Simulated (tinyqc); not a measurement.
Effective mass of the light-hole band from tabulated energies: one step. The non-parabolic form. The numbers come from values chosen for the exercise (band of an eight-band Kane model near InSb).

c = hbar^2/2m0. A uniform scatter of up to 0.3 meV has been added to mimic numerical noise.
Constants: hbar^2/2m0 = 3.80998211 eV angstrom^2.

Energies along [111], from the band edge downward:

| k (1/angstrom) | E (meV) |
|---|---|
| 0.0000000 | 0.000000 |
| 0.0021000 | 1.406000 |
| 0.0042000 | 4.417900 |
| 0.0063000 | 9.998600 |
| 0.0084000 | 17.094500 |
| 0.0105000 | 25.185000 |
| 0.0126000 | 35.175700 |
| 0.0147000 | 45.434400 |
| 0.0168000 | 57.049800 |

reference mass (curvature of the model at k = 0.0001 1/angstrom) = 0.0147909 m0

Problem. E (1 + alpha E) = c k^2/m means that y = c k^2/E is a straight line in E with intercept m and slope m alpha. Fit the line by unweighted least squares over points 1 to 8, E in eV.

Give: y; m; alpha.

Solution.

y (m0): 0.01195  0.01521  0.01512  0.01573  0.01668  0.01720  0.01812  0.01885

m = 0.01372 m0
alpha = 7.109 1/eV

The intercept errs by -7.24 %. The scatter of the first points, divided by small energies, tilts an unweighted line. For this band the scale of alpha is set by Dso = 0.805 eV as well as by the gap.

Computed by tinyqc, a small Python program: `OMP_NUM_THREADS=1 python tinyqc.py 1880302 1880303 out.jsonl` (the numbers bound the seed that draws the inputs); one thread of a shared host (Intel(R) Xeon(R) Processor @ 2.30GHz), about 0.01 s for the whole set of steps.
